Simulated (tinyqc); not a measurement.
Kinetics of strain relaxation and threading dislocations in mismatched semiconductor layers: one step, computed by the program tinyqc.

60-degree dislocations on {111} planes of a (001) layer, isotropic elasticity. The Schmid factor is 1/sqrt(6), and a misfit segment relieves strain with b/2.

Question. Excess stress and glide velocity at the start. Excess resolved stress tau = (1/sqrt 6) [2 G (1 + nu)/(1 - nu)] (e - e_eq), e_eq = b (1 - nu/4) [ln(h/b) + 1]/(4 pi (1 + nu) h), the Matthews-Blakeslee strain of an uncapped layer; glide velocity v = v0 tau exp(-Q/(k_B T)), tau in MPa.

Inputs (values chosen for the exercise, modelled on Ge on Si):
```
quantity                    value         unit
misfit f                   0.0406            -
shear modulus G              57.2          GPa
Poisson ratio nu             0.26            -
Burgers vector b                4     angstrom
glide activation energy Q    1.61           eV
velocity prefactor v0       22000  m/s per MPa
layer thickness h              48           nm
anneal temperature T          555            K
```

Constants: k_B = 8.617333262e-05 eV/K.

Give: equilibrium strain e_eq; excess stress tau; mobility v/tau; initial velocity.

Answer.

equilibrium strain e_eq = 0.0028480

excess stress tau = 3002.1 MPa

mobility v/tau = 5.2787e-11 m/s per MPa

initial velocity = 0.15847 micrometre/s

Caution: at stresses above about 1 GPa the linear velocity law understates glide, as stress lowers the kink barrier. Caution: at such misfit the layer islands and relaxes during the first nanometres, so a uniform strained start is an idealisation.
